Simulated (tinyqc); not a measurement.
Permittivity of the insulator from five potentials.

Problem. A node lies on a semiconductor-insulator interface. Steps: hs = tb/2 down into the semiconductor, ho = tox/2 up into the insulator, hy = L/6 sideways. The flux balance of its box reads eox (hy/ho)(above - node) + eps_r (hy/hs)(below - node) + [(eps_r hs + eox ho)/(2 hy)](left + right - 2 node) - q Na (hs/2) hy/eps0 = 0. Find eox.

Parameters, values chosen for the exercise; semiconductor permittivity close to that of silicon:
- eps_r = 11.6 (relative permittivity of the semiconductor)
- tb = 8 nm (body thickness)
- tox = 1.5 nm (insulator thickness)
- L = 44 nm (channel length)
- Na = 0 cm^-3 (acceptor density of the depleted body)

Constants: q = 1.602176634e-19 C, eps0 = 8.8541878128e-14 F/cm where lengths are in cm. Results are converted to the units shown.

psi (V): node 0.011729235, above -0.0090294667, below 0.042597382, left 0.029800913, right 0.033839877

Solution. The balance is linear in eox.

eox = 3.90

tinyqc, about 0.1 s, one thread, Intel Xeon 2.30GHz (shared host): `OMP_NUM_THREADS=1 python tinyqc.py 2480104 2480105 out.jsonl`
